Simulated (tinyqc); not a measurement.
Thermal stress, cracking, delamination and buckling of a thin film; Griffith cracks and misfitting inclusions: one step, computed by the program tinyqc. Command: `OMP_NUM_THREADS=1 python tinyqc.py 3018547 3018548 out.jsonl filmcrack walk`. One thread of a shared host (Intel(R) Xeon(R) Processor @ 2.30GHz), about 0.01 s of CPU time with the checks.

Isotropic linear elasticity; the substrate is much thicker than the film; stress is positive in tension.

Task: Griffith crack in the substrate. Through crack of length 2a in plane strain: K_Ic = sqrt(2 gamma_s E_s/(1 - nu_s^2)); fracture stress = K_Ic/sqrt(pi a). An edge crack of depth a has K larger by 1.1215.

Inputs (values chosen for the exercise, for a model film): substrate Young's modulus E_s = 154 GPa; substrate Poisson ratio nu_s = 0.24; flaw half length a = 0.1 micrometre; substrate surface energy gamma_s = 2 J/m^2.

Give: toughness K_Ic; fracture stress, inner crack; fracture stress, edge crack.

Result:

toughness K_Ic = 0.80849 MPa m^0.5

fracture stress, inner crack = 1442.4 MPa

fracture stress, edge crack = 1286.2 MPa

The inner crack lowers the strength to 9.4 % of the ideal E_s/10.
